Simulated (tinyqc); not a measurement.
Lattice vibrations of a chain, step by step. One step of it, computed by the program tinyqc.

Task: Frequencies. omega^2 are the eigenvalues; wavenumber = 521.4708 sqrt(eigenvalue) 1/cm.

D(q) (eV/(angstrom^2 u)):
```
[[0.290210, -0.062934, -0.231807+0.059518i],
 [-0.062934, 0.229105, -0.281395],
 [-0.231807-0.059518i, -0.281395, 0.712941]]
```

Give: eigenvalues; wavenumbers; weights |e|^2 of the mass-weighted modes.

Result:

eigenvalues: [0.0009, 0.3261, 0.9053]

wavenumbers (1/cm): [15.7, 297.8, 496.2]

weights |e|^2 of the mass-weighted modes, order atom 1, atom 2, atom 3:
```
[[0.2833, 0.6196, 0.0971],
 [0.5057, 0.3778, 0.1165],
 [0.2110, 0.0026, 0.7864]]
```
